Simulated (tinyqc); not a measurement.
Configuration-coordinate model of a defect: Huang-Rhys factor and luminescence line shape: one step, computed by the program tinyqc.

Ground state E_g(Q) = (1/2) omega_g^2 Q^2; excited state E_e(Q) = E_0 + (1/2) omega_e^2 (Q - dQ)^2 with omega_e = omega_g and E_0 = E_ZPL. Q is mass-weighted; the dipole does not depend on Q (Condon approximation).

Question. Huang-Rhys factors and vertical energies. S = hbar omega dQ^2/(2 hbar^2/u) for each state; relaxation energy S hbar omega; absorption at E_0 + S_e hbar omega_e, emission at E_0 - S_g hbar omega_g; the Stokes shift is their difference.

Inputs (values chosen for the exercise, for a model defect in a wide-gap host): zero-phonon energy E_ZPL = 2.49 eV; displacement dQ = 0.394 u^(1/2) angstrom; ground-state phonon hbar omega_g = 87.9 meV.

Modes: equal frequencies in both states.

Constants: hbar^2/u = 4.18015928e-03 eV angstrom^2.

Give: S_g; S_e; relaxation energy, ground state; relaxation energy, excited state; vertical absorption energy; vertical emission energy; Stokes shift.

Answer.

S_g = 1.632

S_e = 1.632

relaxation energy, ground state = 0.1435 eV

relaxation energy, excited state = 0.1435 eV

vertical absorption energy = 2.633 eV

vertical emission energy = 2.347 eV

Stokes shift = 0.2869 eV

The coupling is intermediate: phonon replicas can be resolved beside the zero-phonon line.
